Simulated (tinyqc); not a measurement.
Plane-wave Kohn-Sham cycle with exchange-only LDA in a layered model solid, step by step. Computed by tinyqc, a small Python program that keeps every step. Settings: points = 16, plane-wave index or count = 2, electrons = 4, k points = 3, area = 15.0, mixing = 1.0, iteration cap = 79. Command: `OMP_NUM_THREADS=1 python tinyqc.py 20742 20743 out.jsonl` (the two numbers bound the seeds that draw the settings). One thread of a shared host (Intel(R) Xeon(R) Processor @ 2.60GHz), about 0.04 s of CPU time with the checks. Later iterations appear only in the table of the cycle.

## Iteration 1: potential

A solid whose potential varies along x alone (atomic units):
```
parameter                      value
period a                   17.300000
cross-section of the cell  15.000000
electrons per cell                 4
grid points                       16
plane waves -n..n, n               2
k points                           3
V1 in V1 cos(2 pi x/a)     -0.720000
V2 in V2 cos(4 pi x/a)     -0.220000
```

density at the start, on the grid x_j = j a/N (e/bohr^3): 0.0154143  0.0154143  0.0154143  0.0154143  0.0154143  0.0154143  0.0154143  0.0154143  0.0154143  0.0154143  0.0154143  0.0154143  0.0154143  0.0154143  0.0154143  0.0154143

V_H(G) = 4 pi rho(G)/G^2 for G != 0 (uniform background); v_x = -(3 rho/pi)^(1/3); V = V_ext + V_H + v_x; Fourier components f(G_m) = (1/N) sum_j f(x_j) exp(-i G_m x_j).

Potentials on the grid (hartree):
```
x            V_ext      V_H       v_x         V
0.00000   -0.94000  0.00000  -0.24507  -1.18507
1.08125   -0.82076  0.00000  -0.24507  -1.06583
2.16250   -0.50912  0.00000  -0.24507  -0.75419
3.24375   -0.11997  0.00000  -0.24507  -0.36504
4.32500    0.22000  0.00000  -0.24507  -0.02507
5.40625    0.43110  0.00000  -0.24507   0.18602
6.48750    0.50912  0.00000  -0.24507   0.26404
7.56875    0.50963  0.00000  -0.24507   0.26456
8.65000    0.50000  0.00000  -0.24507   0.25493
9.73125    0.50963  0.00000  -0.24507   0.26456
10.81250   0.50912  0.00000  -0.24507   0.26404
11.89375   0.43110  0.00000  -0.24507   0.18602
12.97500   0.22000  0.00000  -0.24507  -0.02507
14.05625  -0.11997  0.00000  -0.24507  -0.36504
15.13750  -0.50912  0.00000  -0.24507  -0.75419
16.21875  -0.82076  0.00000  -0.24507  -1.06583
```

V(G_m), m = 0, 1, 2, ... (hartree): -0.24507  -0.36000  -0.11000  0.00000  0.00000

## Iteration 1: Hamiltonian at one k

k = 0.00000 2 pi / a

H(m,m') = (k + G_m)^2/2 delta + V(G_m - G_m'), with V(-G) = V(G).

H (hartree), lower triangle:
```
          -2        -1        +0        +1       +2
-2   0.01874
-1  -0.36000  -0.17912
+0  -0.11000  -0.36000  -0.24507
+1   0.00000  -0.11000  -0.36000  -0.17912
+2   0.00000   0.00000  -0.11000  -0.36000  0.01874
```

## Iteration 1: levels at that k

Diagonalise the Hermitian matrix.

eigenvalues (hartree): -0.92271  -0.38786  0.07005  0.33720  0.33748

## Iteration 1: new density

Motion across x is left out: the lowest 2 band(s) hold two electrons at each of the k points (j + 1/2)/nk - 1/2. Residual R = rho(out) - rho(in); rho(new) = rho(in) + 1 R. rho(out) = 2/(a A nk) sum |psi|^2 with psi = sum c exp(i G x). Harris energy E = band energy - dV sum rho (V_H/2 + v_x) + (3/4) dV sum rho v_x with rho(in), dV = a A/N, band energy = (2/nk) sum of the filled levels.

rho(out) (e/bohr^3): 0.0347029  0.0364096  0.0350953  0.0237047  0.0087455  0.0009802  0.0003825  0.0005624  0.0001646  0.0005624  0.0003825  0.0009802  0.0087455  0.0237047  0.0350953  0.0364096

density after iteration 1 (e/bohr^3): 0.0347029  0.0364096  0.0350953  0.0237047  0.0087455  0.0009802  0.0003825  0.0005624  0.0001646  0.0005624  0.0003825  0.0009802  0.0087455  0.0237047  0.0350953  0.0364096

energy per cell = -2.3637012 hartree

## Iteration 2: potential

As before.

Potentials on the grid (hartree):
```
x            V_ext       V_H       v_x         V
0.00000   -0.94000   2.04289  -0.32120   0.78169
1.08125   -0.82076   1.89859  -0.32638   0.75145
2.16250   -0.50912   1.44948  -0.32241   0.61795
3.24375   -0.11997   0.72464  -0.28288   0.32179
4.32500    0.22000  -0.11730  -0.20289  -0.10019
5.40625    0.43110  -0.87096  -0.09782  -0.53769
6.48750    0.50912  -1.42179  -0.07148  -0.98416
7.56875    0.50963  -1.75227  -0.08129  -1.32393
8.65000    0.50000  -1.86365  -0.05397  -1.41762
9.73125    0.50963  -1.75227  -0.08129  -1.32393
10.81250   0.50912  -1.42179  -0.07148  -0.98416
11.89375   0.43110  -0.87096  -0.09782  -0.53769
12.97500   0.22000  -0.11730  -0.20289  -0.10019
14.05625  -0.11997   0.72464  -0.28288   0.32179
15.13750  -0.50912   1.44948  -0.32241   0.61795
16.21875  -0.82076   1.89859  -0.32638   0.75145
```

V(G_m), m = 0, 1, 2, ... (hartree): -0.19659  0.55985  -0.05874  -0.00413  -0.00649

## Iteration 2: Hamiltonian at one k

k = 0.00000 2 pi / a

As before.

H (hartree), lower triangle:
```
          -2        -1        +0        +1       +2
-2   0.06722
-1   0.55985  -0.13064
+0  -0.05874   0.55985  -0.19659
+1  -0.00413  -0.05874   0.55985  -0.13064
+2  -0.00649  -0.00413  -0.05874   0.55985  0.06722
```

## Iteration 2: levels at that k

As before.

eigenvalues (hartree): -1.16045  -0.56776  0.05156  0.56957  0.78365

## Iteration 2: new density

As before.

rho(out) (e/bohr^3): 0.0001282  0.0005261  0.0003488  0.0009706  0.0087976  0.0238087  0.0351582  0.0363515  0.0345765  0.0363515  0.0351582  0.0238087  0.0087976  0.0009706  0.0003488  0.0005261

density after iteration 2 (e/bohr^3): 0.0001282  0.0005261  0.0003488  0.0009706  0.0087976  0.0238087  0.0351582  0.0363515  0.0345765  0.0363515  0.0351582  0.0238087  0.0087976  0.0009706  0.0003488  0.0005261

energy per cell = -5.8806642 hartree

## Convergence

Stop when sqrt(dV sum R^2) is below 1e-8, dV = a A/N.

Course of the cycle:
```
iteration  E (hartree)  norm of the residual
1           -2.3637012              2.48e-01
2           -5.8806642              4.84e-01
3           -9.8021803              4.85e-01
4           -5.9507111              4.85e-01
5           -9.8016829              4.85e-01
6           -5.9507161              4.85e-01
7           -9.8016831              4.85e-01
8           -5.9507161              4.85e-01
9           -9.8016831              4.85e-01
10          -5.9507161              4.85e-01
11          -9.8016831              4.85e-01
...                ...                   ...
69          -9.8016831              4.85e-01
70          -5.9507161              4.85e-01
71          -9.8016831              4.85e-01
72          -5.9507161              4.85e-01
73          -9.8016831              4.85e-01
74          -5.9507161              4.85e-01
75          -9.8016831              4.85e-01
76          -5.9507161              4.85e-01
77          -9.8016831              4.85e-01
78          -5.9507161              4.85e-01
79          -9.8016831              4.85e-01
```

Not converged within 79 iterations: the residual has stopped falling: the iteration swings between two states. Reruns (cap 100 unless said): mixing 0.1: not converged; mixing 0.5, Kerker q0 1.0: not converged; mixing 0.3, Pulay depth 5: not converged; the original settings with a cap of 400: not converged.
